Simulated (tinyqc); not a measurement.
Inside a calculation. Model: spin coating of a resist or spin-on film: centrifugal thinning, evaporation and the final thickness (Emslie and Meyerhofer models). Computed by tinyqc, a small Python program that keeps every step. Command: `OMP_NUM_THREADS=1 python tinyqc.py 3110675 3110676 out.jsonl spincoat walk`. One thread of a shared host (Intel(R) Xeon(R) Processor @ 2.30GHz), about 0.1 s of CPU time with the checks. Intermediate numbers are printed to about 6 digits and carried at full precision; extremes and crossings named in words are read from the listed rows.

A Newtonian film stays uniform over the wafer; solvent and solids have the same density and the concentration is uniform through the thickness.

Inputs (values chosen for the exercise, of the order of those of a polymer resist in an ester solvent):
```
quantity,value,unit
solids volume fraction c0,0.044,-
kinematic viscosity of the solvent nu_s,1,mm^2/s
viscosity constant k,890,mm^2/s
viscosity exponent gamma,3,-
spin speed f,6000,rpm
evaporation rate at 1000 rpm e0,0.23,micrometre/s
starting thickness h0,500,micrometre
time t,3.5,s
wafer radius R,100,mm
shrinkage in the bake,0.74,%
```

## Rates

omega = 2 pi f/60; nu(c) = nu_s + k c^gamma; evaporation rate e = e0 sqrt(f/1000 rpm). Flow constant K = 2 omega^2/(3 nu(c0)); Reynolds number of the air omega R^2/nu_air with nu_air = 15 mm^2/s.

omega = 628.319 1/s

nu(c0) = 1.07581 mm^2/s

evaporation rate e = 0.563383 micrometre/s

flow constant K = 0.244642 1/(micrometre^2 s)

Reynolds number of the air = 418879

Caution: above a Reynolds number of about 3e5 the air flow near the rim turns turbulent, and evaporation is no longer uniform.

## Thinning without evaporation

dh/dt = -K h^3 gives h = h0/sqrt(1 + 2 K h0^2 t); for long times h = 1/sqrt(2 K t).

h(t) without evaporation = 0.764161 micrometre

long-time form = 0.764162 micrometre

time 1/(2 K h0^2) = 8.17520e-06 s

The long-time form is within 1.2e-4 %: the starting thickness is forgotten.

## The two-stage estimate

Meyerhofer estimate: flow rules until (1 - c0) K h^3 = e, then evaporation alone: h_w = (e/((1 - c0) K))^(1/3), dry film c0 h_w.

wet thickness h_w = 1.34051 micrometre

dry film, estimate = 58.9826 nm

drying time (1 - c0) h_w/e = 2.27471 s

## First explicit step of the full model

Solids s and liquid l per area start at s = c0 h0, l = (1 - c0) h0. With h = h0 and c = c0: Q = K h^3, K = 2 omega^2/(3 nu); one Euler step of length dt = 0.01 h0/Q for s and l, ds/dt = -c Q, dl/dt = -(1 - c) Q - e.

Q = 3.05803e+07 micrometre/s

dt = 1.63504e-07 s

s = 21.78 micrometre

l = 473.220 micrometre

Q/e at the start = 5.42798e+07

## The full model

Full model for solids s and liquid l per area, h = s + l, c = s/h: ds/dt = -c Q, dl/dt = -(1 - c) Q - e, Q = 2 omega^2 h^3/(3 nu(c)); integrated adaptively (relative tolerance 1e-9) until l = 0. Dry film = s at l = 0, before the bake; film after the bake = s x (1 - shrinkage).

time to dry = 2.79489 s

dry film = 61.1130 nm

film after the bake = 60.6608 nm

## Course in time

Times are fractions of the time to dry.

History:
```
fraction,t (s),h (micrometre),c,nu (mm^2/s),Q/e,s (nm)
0.003,8.38466e-03,15.6033,0.044009,1.0759,1.64952e+03,686.683
0.010,2.79489e-02,8.5443,0.044054,1.0761,2.70797e+02,376.411
0.030,8.38466e-02,4.9193,0.044282,1.0773,5.16240e+01,217.838
0.100,2.79489e-01,2.6451,0.045761,1.0853,7.96623e+00,121.044
0.200,5.58977e-01,1.7922,0.049282,1.1065,2.43042e+00,88.324
0.350,9.78210e-01,1.2287,0.057926,1.1730,7.38801e-01,71.174
0.500,1.39744e+00,0.8864,0.072713,1.3422,2.42437e-01,64.456
0.700,1.95642e+00,0.5362,0.114662,2.3417,3.07545e-02,61.482
0.900,2.51540e+00,0.2186,0.279603,20.4542,2.38512e-04,61.115
```

Q/e drops below 1 between t = 0.56 and 0.98 s, when c has risen from 0.044 to about 0.058; after that row the solids fall by a further 14 %. The full model gives 1.04 times the two-stage estimate.

## Spin curve

The formulas are those given above.

Dry film against speed:
```
f (rpm),full model (nm),estimate (nm),time to dry (s)
500,211.702,204.322,33.5376
1000,149.696,144.477,16.7691
1500,122.226,117.965,11.1794
2000,105.851,102.161,8.3846
3000,86.427,83.414,5.5898
4000,74.848,72.239,4.1923
6000,61.113,58.983,2.7949
```

The full thickness goes as f^-0.500; the estimate as (e/omega^2)^(1/3) = f^(-1/2). The time to dry goes as f^-1.00. A thickness window of 1 % allows a speed error of about 2 %.

Checks made by the program: constant-viscosity run against c0 h0 exp(-int K h^2 dt) (relative difference 2e-05).
